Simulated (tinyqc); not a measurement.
# Pull-up strength from the switching point

Problem. Transistor (EKV form, voltages against the body): I = 2 n b Vt^2 [F(vp - Vs) - F(vp - Vd)] from drain to source, F(v) = ln^2(1 + exp(v/(2 Vt))), vp = (Vg - VT + sg |Vd - Vs|)/n. n-channel bodies are at 0; for the p-channel device all voltages are counted down from Vdd. b in uA/V^2 gives I in uA. In an inverter In(Vg = Vd = VM) equals Ip at the switching point VM. Find bp and the current there.

Parameters, values chosen for the exercise:
- T = 300 K (temperature)
- Vdd = 0.5 V (supply voltage)
- n = 1.43 (slope factor)
- sg = 0.119 (drain-induced barrier lowering)
- VTn = 0.37 V (n-channel threshold)
- VTp = 0.37 V (p-channel threshold (magnitude))
- bn = 750 uA/V^2 (gain factor of the pull-down transistor)

Constants: q = 1.602176634e-19 C, kB = 1.380649e-23 J/K, Vt = kB T/q. Results are converted to the units shown.

VM = 0.226980615 V

Solution. Ip is proportional to bp, so bp is In(VM) over the p-channel current for unit b.

bp = 220.0 uA/V^2
current at VM = 0.05129 uA

Program tinyqc, `OMP_NUM_THREADS=1 python tinyqc.py 2340097 2340098 out.jsonl`; Intel Xeon 2.30GHz, shared host, one thread, about 0.03 s.
